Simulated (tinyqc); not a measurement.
Inside a calculation: heavy doping: gap narrowing, degeneracy and the minority density. Values are carried at full precision from step to step, so a last printed digit may differ when a step is redone from the rounded ones.

Empirical narrowing (Slotboom form, constants chosen for the exercise; published fits of this form give the apparent narrowing, here it is taken as the true one): dEg = E0 [ln(N/N0) + sqrt(ln(N/N0)^2 + C)].

Constants: kB = 8.617333262e-05 eV/K; e^2/(4 pi eps0) = 14.39964547 eV angstrom.

Inputs chosen for the exercise (gap and densities of states near those of InP at this temperature; narrowing constants of the size fitted for Si, not for this material; the results hold for these values, not for the real material): N = 7.9e+17 1/cm^3 (ionised acceptors, equal to the majority density); E0 = 7.8 meV (narrowing scale); N0 = 1.1e+17 1/cm^3 (onset density); C = 0.5 (smoothing constant); Nv = 1.65e+19 1/cm^3 (valence-band density of states); Eg = 1.308 eV (gap); Nc = 7.05e+17 1/cm^3 (conduction-band density of states); T = 350 K; eps = 12.5 (dielectric constant); Mv = 1 (majority valleys).

## Gap narrowing

Evaluate at N.

ln(N/N0) = 1.9716
dEg (empirical fit) = 31.72 meV

Well above N0 each decade of doping adds 2 E0 ln 10 = 35.9 meV.

## Degeneracy of the majority band

F_j(eta) = (1/Gamma(j + 1)) integral_0^infinity x^j dx/(1 + exp(x - eta)), which tends to exp(eta) for eta << 0.

Majority: N = Nv F_1/2(eta), eta the distance of EF beyond the majority band edge in kT. Degeneracy factor gam = F_1/2(eta)/exp(eta). ni0^2 = Nc Nv exp(-Eg/kT); product n p = ni0^2 gam exp(dEg/kT), dEg the true narrowing; apparent narrowing dEa = dEg + kT ln gam; minority density = n p/N.

Solve for eta and form gam.

N/Nv = 0.04788
eta = -3.0222
gam = 0.9832

## Product and minority density

Combine both effects.

ni0 = 1.31e+09 1/cm^3
exp(dEg/kT) = 2.86
dEa = 31.2 meV
sqrt(n p) = 2.19e+09 1/cm^3
minority density = 6.07 1/cm^3

Narrowing multiplies the product by 2.86 and degeneracy by 0.983; together they change the minority density by a factor 2.81 against ni0^2/N.

## Two estimates of the size

Two physical estimates, e2 = e^2/(4 pi eps0), N in 1/angstrom^3: exchange shift at the Fermi level, Ex = (e2/eps) kF/pi with kF = (3 pi^2 N/Mv)^(1/3); screened-pair energy (Lanyon-Tuft), Es = (3/4)(e2/eps) qs with qs^2 = (4 pi e2 N/(eps kT)) F_-1/2(eta)/F_1/2(eta).

Evaluate both at N.

kF = 0.02860 1/angstrom
Ex = 10.49 meV
Es = 16.68 meV

Against the fitted dEg = 31.7 meV, Ex is 0.33 and Es 0.53 times as large; each keeps one mechanism only, and Ex assumes a strongly degenerate gas, while here eta is only -3.02.

## Checks

- Minority density against the Boltzmann occupation of the other band at the narrowed gap (1/cm^3): both 6.067.

tinyqc: `OMP_NUM_THREADS=1 python tinyqc.py 1681005 1681006 out.jsonl`; about 0.01 s, one thread, shared Intel(R) Xeon(R) Processor @ 2.30GHz.
